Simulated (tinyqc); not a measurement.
Length offset and series resistance from crossing lines.

Problem. R_total = Rs + k (L - dL)/Vo with constant Rs, dL and k. Find k, dL and Rs.

R_total at (L, Vo) = (45, 0.3), (135, 0.3), (45, 0.96) and (135, 0.96), L in nm and Vo in V (ohm um): [370.4, 730.4, 260.12500, 372.62500]

Answer. At each overdrive R is a straight line in L with slope k/Vo; the two lines cross at L = dL, R = Rs.

k = 1.20 ohm um V/nm
dL = 4.90 nm
Rs = 210 ohm um

Computed by the program tinyqc: `OMP_NUM_THREADS=1 python tinyqc.py 2282202 2282203 out.jsonl`, one thread of a shared Intel Xeon 2.30GHz, about 0.03 s for the whole run.
